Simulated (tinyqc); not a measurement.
Shallow donor in effective-mass theory, with valley-orbit splitting, step by step. Values are carried at full precision from step to step, so a last printed digit may differ when a step is redone from the rounded ones.

Constants: Ry = 13.60569312 eV; a0 (Bohr radius) = 0.5291772105 angstrom; hbar^2/2m0 = 3.80998211 eV angstrom^2; e^2/(4 pi eps0) = 14.39964547 eV angstrom.

Values chosen for the exercise (near those of a group-V donor in Si; shifted at random, so the results belong to these values and not to a real crystal):
- ml = 0.907 m0 (longitudinal mass)
- mt = 0.192 m0 (transverse mass)
- eps = 11.6 (dielectric constant)
- a = 25.2 angstrom (trial radius across the axis)
- b = 13.2 angstrom (trial radius along the axis)
- E0 = -30.3 meV (single-valley level)
- D0 = 4.6 meV (central-cell shift)
- D1 = 3.86 meV (coupling of perpendicular valleys)
- D2 = 3.16 meV (coupling of opposite valleys)
- Ds = 12.4 meV (strain splitting: z valleys less the others)

## Hydrogen-like estimates

Ry* = Ry m/eps^2 and a* = a0 eps/m for four choices of one mass: mt, the conductivity mass 3/(1/ml + 2/mt), the density-of-states mass (ml mt^2)^(1/3), and ml.

Estimates:
```
mass               m (m0)  Ry* (meV)  a* (angstrom)
mt                 0.1920      19.41          31.97
conductivity       0.2604      26.33          23.57
density of states  0.3222      32.57          19.05
ml                 0.9070      91.71           6.77
```

## Energy of one trial function

One valley: H = -c [(d2/dx2 + d2/dy2)/mt + (d2/dz2)/ml] - q/(eps r), c = hbar^2/2m0, q = e^2/(4 pi eps0). Trial function exp(-sqrt((x^2 + y^2)/a^2 + z^2/b^2)) with a > b: T = (c/3)(2/(mt a^2) + 1/(ml b^2)), V = -(q/eps) atan(u/b)/u, u = sqrt(a^2 - b^2). The central cell of the impurity is left out.

Evaluate T, V and E. Scaling both radii by f changes T to T/f^2 and V to V/f, so the best factor is f = -2T/V, with energy -V^2/(4T).

T = 28.868 meV
V = -58.954 meV
E = -30.086 meV
best scale factor = 0.9793
energy after scaling = -30.099 meV

The virial ratio -V/T is 2.042; it is 2 at the best scale. Scaling gains 0.013 meV.

## Scan over the shape

For each ratio b/a = 0.2, 0.3, ..., 0.9 the best scale follows from a = -2 T1/V1, with T1 and V1 taken at a = 1 angstrom.

Scan:
```
b/a  a (angstrom)  b (angstrom)  E (meV)
0.2         55.60         11.12  -15.602
0.3         34.94         10.48  -23.574
0.4         28.00         11.20  -28.041
0.5         25.09         12.54  -29.914
0.6         23.79         14.28  -30.235
0.7         23.27         16.29  -29.707
0.8         23.16         18.53  -28.743
0.9         23.29         20.96  -27.575
```

The best listed ratio is 0.6; (mt/ml)^(1/2) = 0.46 and (mt/ml)^(1/3) = 0.60 are common guesses.

## The minimum

Minimise over a and b. The Mott estimate n_c = (0.25/a_m)^3 uses a_m = (a^2 b)^(1/3); 1/angstrom^3 = 1e24/cm^3.

a = 23.99 angstrom
b = 13.87 angstrom
E = -30.257 meV
a_m = 19.99 angstrom
n_c = 1.96 x 1e18/cm^3

b/a = 0.578. The binding energy is 1.559 times Ry*(mt). The central cell of a real donor shrinks the orbit and raises n_c (3.7 x 1e18/cm^3 for P in Si).

## The valley-orbit matrix

Basis: the 1s envelopes of the valleys +x, -x, +y, -y, +z, -z. Diagonal E0 - D0, element -D2 between opposite valleys and -D1 between perpendicular ones. Strain along [001] adds 2 Ds/3 to the z valleys and -Ds/3 to the others.

Fill it in with the strain.

H (meV):
```
         +x       -x       +y       -y       +z       -z
+x  -39.033   -3.160   -3.860   -3.860   -3.860   -3.860
-x   -3.160  -39.033   -3.860   -3.860   -3.860   -3.860
+y   -3.860   -3.860  -39.033   -3.160   -3.860   -3.860
-y   -3.860   -3.860   -3.160  -39.033   -3.860   -3.860
+z   -3.860   -3.860   -3.860   -3.860  -26.633   -3.160
-z   -3.860   -3.860   -3.860   -3.860   -3.160  -26.633
```

## Levels and ground state

Diagonalise. For the lowest state give the amplitudes (positive) and (sum of amplitudes)^2/6, the contact density relative to no strain.

levels (meV): -54.699  -35.873  -35.873  -34.473  -25.007  -23.473

amplitudes: +x 0.4579, -x 0.4579, +y 0.4579, -y 0.4579, +z 0.2839, -z 0.2839

relative contact density = 0.9596

The z valleys hold 16.1 % of the ground state, against 33.3 % without strain.

## Checks

- Energy from 21 anisotropic Gaussians against the two-parameter function, meV: -30.29 against -30.26.
- Unstrained levels against E0 - D0 - 4 D1 - D2 (A1), E0 - D0 + D2 (T2, threefold) and E0 - D0 + 2 D1 - D2 (E, twofold): they agree to 1e-10 or better.

Run: tinyqc, `OMP_NUM_THREADS=1 python tinyqc.py 1252264 1252265 out.jsonl`; Intel(R) Xeon(R) Processor @ 2.30GHz, one thread, shared host; about 0.01 s of CPU time with all checks.
